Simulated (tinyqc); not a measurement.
From results back to parameters: overlap of hydrogenic dopants: pairs, impurity band and the Mott density. Three cases, with inputs chosen for the exercise.

Problem. Ry* = Ry m/eps^2, aB = a0 eps/m, and the Mott density is (0.26/aB)^3 (1/angstrom^3 = 1e24/cm^3). Binding energy and critical density come from a hidden mass and dielectric constant.

Constants: Ry = 13.60569312 eV; a0 (Bohr radius) = 0.5291772105 angstrom.

Find: aB; eps; m.

Method. aB = 0.26/n^(1/3); the product Ry* aB = Ry a0/eps gives eps, and m = a0 eps/aB.

Case 1.

binding energy = 28.53248 meV
critical density = 1.797294e+18 1/cm^3

Solution.

aB = 21.38 angstrom
eps = 11.80
m = 0.292 m0

Case 2.

binding energy = 5.38793 meV
critical density = 1.694112e+16 1/cm^3

Solution.

aB = 101.23 angstrom
eps = 13.20
m = 0.069 m0

Case 3.

binding energy = 6.12094 meV
critical density = 4.763665e+16 1/cm^3

Solution.

aB = 71.72 angstrom
eps = 16.40
m = 0.121 m0

Computed by tinyqc, one run a case: `OMP_NUM_THREADS=1 python tinyqc.py N N+1 out.jsonl` with N = 1482013, 1482025, 1482054; one thread of a shared Intel(R) Xeon(R) Processor @ 2.30GHz, about 0.01 s a run at most.
